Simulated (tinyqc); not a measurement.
# Defect equilibria of an oxide against oxygen pressure (mass action), step by step

A worked calculation. Computed by tinyqc, a small Python program that keeps every step. Command: `OMP_NUM_THREADS=1 python tinyqc.py 3012955 3012956 out.jsonl brouwer walk`. One thread of a shared host (Intel(R) Xeon(R) Processor @ 2.30GHz), about 0.01 s of CPU time with the checks. Intermediate numbers are printed to about 6 digits and carried at full precision; extremes and crossings named in words are read from the listed rows.

Defects: oxygen vacancies V (charge +2), electrons n, holes p, the ionic partner X = V_M'' (charge -2), and the dopant. Activities are taken equal to concentrations.

Inputs (values chosen for the exercise, for a model oxide):
```
quantity,value,unit
reduction enthalpy H_r,3.92,eV
prefactor K_r0,8.4e+68,cm^-9 atm^(1/2)
gap E_g,3.42,eV
prefactor N_c N_v,3.8e+40,cm^-6
disorder enthalpy H_s,2.63,eV
prefactor K_s0,3.3e+45,cm^-6
dopant density N_d,8.2e+17,cm^-3
temperature T,1000,K
oxygen pressure P,4e-09,atm
electron mobility mu_n,0.042,cm^2/(V s)
hole mobility mu_p,2,cm^2/(V s)
vacancy diffusion prefactor D_0,0.07,cm^2/s
vacancy migration energy E_m,1,eV
```

Ionic disorder: Schottky, oxide MO. Dopant (singly charged, fully ionised): acceptor.

Constants: k_B = 8.617333262e-05 eV/K; e = 1.602176634e-19 C.

## Equilibrium constants

K_r = K_r0 exp(-H_r/k_B T) = [V] n^2 P^(1/2); K_i = N_c N_v exp(-E_g/k_B T) = n p; K_s = K_s0 exp(-H_s/k_B T) = [X] [V].

K_r = 1.47350e+49 cm^-9 atm^(1/2)

K_i = 2.20669e+23 cm^-6

K_s = 1.83610e+32 cm^-6

## Trial electron densities

Neutrality: 2 [V] + p = n + 2 [X] + N_d. With n as the unknown, [V] = K_r/(n^2 P^(1/2)), p = K_i/n, [X] = K_s/[V]; the log ratio is ln(positive/negative).

Densities (cm^-3):
```
n,[V],p,[X],log ratio
1.00e+16,2.32980e+21,2.20669e+07,7.88095e+10,8.6330
1.00e+17,2.32980e+19,2.20669e+06,7.88095e+12,3.9249
1.00e+18,2.32980e+17,2.20669e+05,7.88095e+14,-1.3634
1.00e+19,2.32980e+15,2.20669e+04,7.88095e+16,-7.7647
1.00e+20,2.32980e+13,2.20669e+03,7.88095e+18,-14.7326
```

## Solution at the given pressure

The root is found by 60 bisections in ln n between n = 1e-10 and 1e25 cm^-3.

n = 5.77351e+17 cm^-3

[V] = 6.98938e+17 cm^-3

p = 382210 cm^-3

[X] = 2.62699e+14 cm^-3

The largest terms give the Brouwer balance 2 [V] = N_d; the smaller of the two terms is 59 % of the total charge of one sign, so the point lies near a boundary between regimes.

## Conductivities

sigma_n = e n mu_n, sigma_p = e p mu_p, sigma_ion = 2 e [V] mu_V with mu_V = 2 e D/(k_B T) and D = D_0 exp(-E_m/k_B T); only the oxygen vacancies carry ionic current, and the ionic transport number is sigma_ion over the total.

sigma_n = 0.00388508 S/cm

sigma_p = 1.22474e-13 S/cm

sigma_ion = 3.32014e-06 S/cm

total conductivity = 0.00388840 S/cm

ionic transport number = 8.53858e-04

The conductor is mainly n-type electronic here.

## Brouwer diagram

The slope is d log n / d log P from this row and the one above; the last column names the largest term on each side. Pressures that give more than 3e21 cm^-3 are left out.

Log10 of the densities in cm^-3:
```
log10 P (atm),n,[V],p,[X],slope of n,balance
-28,21.1564,20.8556,2.18737,11.4083,-,2 [V] = n
-24,20.4894,20.1895,2.85433,12.0744,-0.166742,2 [V] = n
-20,19.8213,19.5257,3.52240,12.7382,-0.167016,2 [V] = n
-16,19.1483,18.8718,4.19548,13.3921,-0.168272,2 [V] = n
-12,18.4530,18.2623,4.89070,14.0016,-0.173804,2 [V] = n
-8,17.6782,17.8120,5.66556,14.4519,-0.193714,2 [V] = N_d
-4,16.7628,17.6428,6.58098,14.6211,-0.228857,2 [V] = N_d
0,15.7760,17.6164,7.56777,14.6475,-0.246696,2 [V] = N_d
```

Regimes: 2 [V] = n from log P = -28 to -12, where that balance predicts a slope of -1/6 and the table comes as close as -0.167; 2 [V] = N_d from log P = -8 to 0, where that balance predicts a slope of -1/4 and the table comes as close as -0.247. Rows with n or p near or above sqrt(N_c N_v) are degenerate, and n p = K_i is then only nominal.

## Conductivity against oxygen pressure

The formulas are those given above.

Log10 of the conductivities in S/cm:
```
log10 P (atm),n-type,p-type,ionic,total,ionic transport number
-28,0.98434,-16.3069,-2.46769,0.98449,0.0003530
-24,0.31737,-15.6399,-3.13375,0.31752,0.0003538
-20,-0.35069,-14.9719,-3.79763,-0.35054,0.0003572
-16,-1.02378,-14.2988,-4.45145,-1.02362,0.0003734
-12,-1.71900,-13.6036,-5.06102,-1.71880,0.0004548
-8,-2.49385,-12.8287,-5.51131,-2.49344,0.0009597
-4,-3.40928,-11.9133,-5.68045,-3.40696,0.0053274
0,-4.39607,-10.9265,-5.70688,-4.37534,0.0466076
```

The ionic transport number stays at or below about 0.047: no electrolytic window. The total has no minimum inside this range.

Checks made by the program: the three mass-action laws (relative difference below 1e-10).
